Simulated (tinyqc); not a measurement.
Worked calculation: strain-driven roughening and islands of a mismatched epitaxial film. Computed by tinyqc, a small Python program that keeps every step. Command: `OMP_NUM_THREADS=1 python tinyqc.py 3026180 3026181 out.jsonl island walk`. One thread of a shared host (Intel(R) Xeon(R) Processor @ 2.30GHz), about 0.01 s of CPU time with the checks. Intermediate numbers are printed to about 7 digits and carried at full precision; extremes and crossings named in words are read from the listed rows.

Film and substrate share isotropic elastic constants; the film is coherent and biaxially strained.

Inputs (values chosen for the exercise, modelled on Ge on Si):

| quantity | value | unit |
|---|---|---|
| misfit \|f\| | 0.0434 | - |
| shear modulus G | 51 | GPa |
| Poisson ratio nu | 0.25 | - |
| surface energy gamma | 0.966 | J/m^2 |
| contact angle of the shallow shape theta_1 | 10.3 | degrees |
| contact angle of the steep shape theta_2 | 28.8 | degrees |
| facet energy of shape 1 over gamma | 0.9997 | - |
| facet energy of shape 2 over gamma | 1.03 | - |
| wetting energy gamma_s - gamma | 0.46 | J/m^2 |
| decay length of wetting delta | 0.28 | nm |
| surface mobility D_s nu_s Omega^2/(k_B T) | 1.8e-35 | m^6/(J s) |
| initial ripple amplitude A0 | 0.21 | nm |
| ripple wavelength over the critical one | 3.1 | - |
| island volume V | 67 | nm^3 |

Transport: surface diffusion.

Constants: e = 1.602176634e-19 C.

## Elastic energy of the flat film

M = 2 G (1 + nu)/(1 - nu); stress = M f; energy density w = M f^2.

biaxial modulus M = 170 GPa

stress = 7.378 GPa

energy density w = 320.2052 MJ/m^3

## Asaro-Tiller-Grinfeld instability

A ripple A cos(k x) has the surface chemical potential per volume [gamma k^2 - 2 (1 + nu) w k] A cos(k x), so k_c = 2 (1 + nu) w/gamma. With surface diffusion the amplitude grows at the rate q = B k^2 [2 (1 + nu) w k - gamma k^2], fastest at k_m = (3/4) k_c. B is the surface mobility.

k_c = 0.8286884 1/nm

critical wavelength = 7.582084 nm

fastest wavelength = 10.10945 nm

growth time 1/q at k_m = 1.156276 s

A ripple of A0 needs about 1.0 s to reach a twentieth of its wavelength. Caution: a wavelength of a few nanometres is at the limit of continuum theory, where steps and facets rule.

## A ripple of given wavelength

A ripple A cos(k x) has the surface chemical potential per volume [gamma k^2 - 2 (1 + nu) w k] A cos(k x), so k_c = 2 (1 + nu) w/gamma. With surface diffusion the amplitude grows at the rate q = B k^2 [2 (1 + nu) w k - gamma k^2], fastest at k_m = (3/4) k_c. B is the surface mobility. Stress at the trough = stress x (1 + 2 k A).

k = 0.2673188 1/nm

rate q = 0.1864607 1/s

q over the largest rate = 0.2156000

stress concentration at A0 = 1.112274

The ripple grows.

## Wetting layer

The surface energy depends on thickness as gamma + (gamma_s - gamma) exp(-h/delta). Its curvature adds W2 = (gamma_s - gamma) exp(-h/delta)/delta^2 to the restoring terms; the flat film is stable while W2 > (1 + nu)^2 w^2/gamma, which gives h_c = delta ln[(gamma_s - gamma) gamma/(delta^2 (1 + nu)^2 w^2)], or 0 if negative.

wetting-layer thickness h_c = 0.9985109 nm

Layer-by-layer growth up to h_c, then roughening: the Stranski-Krastanov mode.

## Island nucleation

Shallow faceted island (Tersoff form): E = 4 Gam V^(2/3) tan^(1/3)(theta) - 6 c V tan(theta), Gam = gamma [x/sin(theta) - 1/tan(theta)], x the facet energy over gamma, c = stress^2 (1 - nu)/(2 pi G). The barrier is the maximum of E, at V_c = [4 Gam/(9 c)]^3 / tan^2(theta) (1 GPa nm = 1 J/m^2).

c = 0.1274056 GPa

Gam of shape 1 = 0.08544219 J/m^2

critical volume, shape 1 = 0.8017648 nm^3

barrier, shape 1 = 0.3475961 eV

Gam of shape 2 = 0.3081819 J/m^2

critical volume, shape 2 = 4.111216 nm^3

barrier, shape 2 = 5.391860 eV

The shallow shape has the lower barrier. Each barrier is a third of the surface term at V_c and scales as Gam^3/c^2, that is as f^(-4). Caution: a critical volume below 1 nm^3 holds fewer than a hundred atoms, so a continuum barrier there has no physical meaning.

## Which shape at the volume V

The two energies cross at V_x^(1/3) = 4 [Gam_2 t2^(1/3) - Gam_1 t1^(1/3)]/(6 c (t2 - t1)), t = tan(theta); mu = dE/dV.

E of shape 1 = -38.16232 eV

E of shape 2 = -71.76586 eV

crossing volume V_x = 24.42549 nm^3

jump of mu at V_x, shape 2 less shape 1 = -93.77660 MJ/m^3

At V the steep shape is lower. At V_x the chemical potential drops, so islands that have turned steep grow at the cost of the shallow ones. Caution: the shallow-slope form overstates the relaxation of facets steeper than about 25 degrees.

## Scaling with the misfit

A ripple A cos(k x) has the surface chemical potential per volume [gamma k^2 - 2 (1 + nu) w k] A cos(k x), so k_c = 2 (1 + nu) w/gamma. With surface diffusion the amplitude grows at the rate q = B k^2 [2 (1 + nu) w k - gamma k^2], fastest at k_m = (3/4) k_c. V_c = [4 Gam/(9 c)]^3/tan^2(theta), barrier = (4/3) Gam V_c^(2/3) tan^(1/3)(theta); the growth time is 1/q at k_m.

Misfit scaled at fixed constants:

| \|f\| (%) | fastest wavelength (nm) | growth time (s) | V_c of shape 1 (nm^3) | barrier of shape 1 (eV) |
|---|---|---|---|---|
| 1.085 | 161.7511 | 7.577771e+04 | 3.284028e+03 | 8.898460e+01 |
| 1.519 | 82.5261 | 5.134725e+03 | 4.361528e+02 | 2.316342e+01 |
| 2.170 | 40.4378 | 2.960067e+02 | 5.131294e+01 | 5.561537e+00 |
| 3.038 | 20.6315 | 2.005752e+01 | 6.814888e+00 | 1.447714e+00 |
| 4.340 | 10.1094 | 1.156276e+00 | 8.017648e-01 | 3.475961e-01 |
| 6.076 | 5.1579 | 7.834968e-02 | 1.064826e-01 | 9.048211e-02 |

Halving the misfit stretches the wavelength 4 times, the barrier 16 times, the volume 64 times and the time 256 times: f^(-2), f^(-4), f^(-6), f^(-8). Over these rows the time spans 6.0 decades: strongly mismatched films tend to roughen first, while dilute alloys have time to stay flat. Rows with wavelengths under 10 nm or volumes under 5 nm^3 are beyond the continuum picture.

Checks made by the program: k_m against a numerical maximum of the rate (relative difference 5e-10).
